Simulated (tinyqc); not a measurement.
Band folding and unfolding in a supercell of a chain, step by step. Values are carried at full precision from step to step, so a last printed digit may differ when a step is redone from the rounded ones.

A chain with hopping -t and n = 8 sites a supercell. H(K) has v_j on the diagonal, -t between neighbours and -t exp(2 pi i K) on the bond that closes the cell (from the last site to the first of the next cell). The point K holds the n wave vectors k_m = (K + m)/n of the primitive zone, in 2 pi/a, m = 0 to n - 1, with E0 = -2t cos(2 pi k_m). The unfolding weight of a state c on k_m is |sum_j c_j exp(-2 pi i k_m j)|^2/n, j = 0 to n - 1.

Parameters, chosen for this exercise:
```
symbol  value                                                unit        meaning
t       0.78                                                 eV          hopping
v       (0.312, 0.221, 0, -0.221, -0.312, -0.221, 0, 0.221)  eV          site energies in the supercell
Kq      0.4                                                  2 pi/(n a)  wave vector in the small zone
```

## Folded levels and Fourier components

List k_m and E0; V_q = (1/n) sum_j v_j exp(-2 pi i q j/n) couples k_m to k_(m+q).

Folded band:
```
m  k_m (2 pi/a)  E0 (eV)
0        0.0500  -1.4836
1        0.1750  -0.7082
2        0.3000   0.4821
3        0.4250   1.3900
4        0.5500   1.4836
5        0.6750   0.7082
6        0.8000  -0.4821
7        0.9250  -1.3900
```

V_0, V_1, ... (eV): 0.0000  0.1561  0.0000  -0.0001  0.0000

## Supercell Hamiltonian

Fill in H(K).

H (eV):
```
                1        2        3        4        5        6
1          0.3120  -0.7800        0        0        0        0
2         -0.7800   0.2210  -0.7800        0        0        0
3               0  -0.7800        0  -0.7800        0        0
4               0        0  -0.7800  -0.2210  -0.7800        0
5               0        0        0  -0.7800  -0.3120  -0.7800
6               0        0        0        0  -0.7800  -0.2210
7               0        0        0        0        0  -0.7800
8  0.6310-0.4585i        0        0        0        0        0

         7               8
1        0  0.6310+0.4585i
2        0               0
3        0               0
4        0               0
5        0               0
6  -0.7800               0
7        0         -0.7800
8  -0.7800          0.2210
```

## Levels and unfolding weights

Diagonalise and project each state on the k_m.

levels (eV): -1.6248  -1.3078  -0.6969  -0.4754  0.4754  0.6969  1.3078  1.6248

weights:
```
     level 1  level 2  level 3  level 4  level 5  level 6  level 7  level 8
m=0    0.635    0.324    0.040    0.001    0.000    0.000    0.000    0.000
m=1    0.019    0.023    0.941    0.000    0.017    0.000    0.000    0.000
m=2    0.000    0.000    0.017    0.000    0.952    0.001    0.023    0.006
m=3    0.000    0.000    0.000    0.000    0.029    0.001    0.629    0.340
m=4    0.000    0.000    0.000    0.000    0.001    0.040    0.324    0.635
m=5    0.000    0.000    0.000    0.017    0.000    0.941    0.023    0.019
m=6    0.006    0.023    0.001    0.952    0.000    0.017    0.000    0.000
m=7    0.340    0.629    0.001    0.029    0.000    0.000    0.000    0.000
```

The purest state keeps 95.2 % on one k and the most mixed (level 2 and 7) 62.9 %; rows and columns each add to one.

## Moments of the spectral function

For each k_m: mean sum_i W E_i and variance sum_i W E_i^2 less the mean squared. The mean must be E0 plus the average of v, and the variance that of v.

Moments:
```
m  mean (eV)  variance (eV^2)
0     -1.484            0.049
1     -0.708            0.049
2      0.482            0.049
3      1.390            0.049
4      1.484            0.049
5      0.708            0.049
6     -0.482            0.049
7     -1.390            0.049
```

The average of v is 0.0000 eV and its variance 0.0488 eV^2: the virtual crystal gives the mean, and the variance is the spread of weight over several levels that it leaves out.

## Checks

- Variance of the spectral function against the variance of v: they agree to 1e-10 or better.
- Levels for v = 0 against the folded band: they agree to 1e-10 or better.

Computed by tinyqc, a small Python program: `OMP_NUM_THREADS=1 python tinyqc.py 1481531 1481532 out.jsonl` (the numbers bound the seed that draws the inputs); one thread of a shared host (Intel(R) Xeon(R) Processor @ 2.30GHz), about 0.01 s for the whole set of steps.
